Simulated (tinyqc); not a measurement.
Worked calculation: bound state in one dimension: Numerov shooting, finite differences, DVR. Computed by tinyqc, a small Python program that keeps every step. Settings: points = 96. Command: `OMP_NUM_THREADS=1 python tinyqc.py 20928 20929 out.jsonl` (the two numbers bound the seeds that draw the settings). One thread of a shared host (Intel(R) Xeon(R) Processor @ 2.60GHz), about 0.01 s of CPU time with the checks.

## Numerov steps at E = 0.1

One particle of mass 1 in V = 10.33 (1 - exp(-0.73 x))^2 (atomic units), psi = 0 at both ends:
```
parameter                 value
left end              -1.600000
right end                     7
intervals                    96
h                      0.089583
state sought (nodes)          1
```

k_i = 2 m (E - V_i); (1 + h^2 k_(i+1)/12) y_(i+1) = 2 (1 - 5 h^2 k_i/12) y_i - (1 + h^2 k_(i-1)/12) y_(i-1), from y_0 = 0, y_1 = 0.001.

Points along the way:
```
i           x          V            k          y
0   -1.600000  50.706710  -101.213419   0.000000
1   -1.510417  41.817310   -83.434619   0.001000
2   -1.420833  34.267112   -68.334225   0.002680
3   -1.331250  27.876146   -55.552293   0.005859
4   -1.241667  22.487504   -44.775008   0.011688
5   -1.152083  17.964451   -35.728902   0.021753
32   1.266667   3.760273    -7.320546   6.402396
33   1.356250   4.079782    -7.959565   7.953106
34   1.445833   4.390881    -8.581763  10.015994
35   1.535417   4.692654    -9.185308  12.774524
36   1.625000   4.984420    -9.768839  16.482936
37   1.714583   5.265696   -10.331393  21.495174
```

## Bisection on the node count

With more sign changes than the state has nodes (the last point included) the energy is too high, else too low; the bracket starts as 0.1 to 10.

Trials:
```
trial           E  sign changes  y at the right end   next
1      5.05000000             2            2.47e+05  lower
2      2.57500000             1           -1.24e+08  raise
3      3.81250000             1           -4.42e+06  raise
4      4.43125000             2            1.02e+05  lower
5      4.12187500             1           -1.01e+06  raise
6      4.27656250             1           -2.78e+05  raise
7      4.35390625             1           -5.42e+04  raise
8      4.39257812             2            3.12e+04  lower
9      4.37324219             1           -9.54e+03  raise
10     4.38291016             2            1.13e+04  lower
11     4.37807617             2            9.98e+02  lower
12     4.37565918             1           -4.24e+03  raise
13     4.37686768             1           -1.61e+03  raise
14     4.37747192             1           -3.05e+02  raise
...           ...           ...                 ...    ...
28     4.37761336             1           -5.57e-02  raise
29     4.37761338             1           -1.59e-02  raise
30     4.37761339             2            3.96e-03  lower
```

eigenvalue = 4.37761339 hartree

## The same grid by other methods

Three-point finite differences and the sine-DVR kinetic matrix of Colbert and Miller on the same points.

Lowest levels (hartree):
```
state  finite differences       DVR
0                1.589963  1.592438
1                4.368659  4.377652
2                6.613944  6.629986
3                8.330122  8.349418
```
